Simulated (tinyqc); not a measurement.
Barrier and mass from two Fowler-Nordheim currents.

Inverse problem. Fowler-Nordheim tunnelling through a dielectric follows J = A F^2 exp(-B/F), A = q^2 me/(16 pi^2 hbar m1 phi1) (A/V^2 with phi1 in volts), B = (4/3) sqrt(m1/C) phi1^1.5 (V/nm), C = hbar^2/(2 m0). Find B, A, phi1 and m1.

Parameters, values chosen for the exercise: emitter mass in the supply function me = 0.42 m0.

Constants: q = 1.602176634e-19 C, hbar = 1.054571817e-34 J s, m0 = 9.1093837015e-31 kg, hbar^2/(2 m0) = 0.0380998212 eV nm^2. Results are converted to the units shown.

J at F = 0.62 and 1.14 V/nm (A/cm^2): 7.7789805e-4  157.46717

Solution. The slope of ln(J/F^2) against 1/F is -B and the intercept gives A. A fixes the product m1 phi1, and B = (4/3) phi1 sqrt(m1 phi1/C) then gives phi1.

B = 15.0 V/nm
A = 6.02e-7 A/V^2
phi1 = 2.11 eV
m1 = 0.510 m0

tinyqc, about 0.04 s, one thread, Intel Xeon 2.30GHz (shared host): `OMP_NUM_THREADS=1 python tinyqc.py 2540016 2540017 out.jsonl`
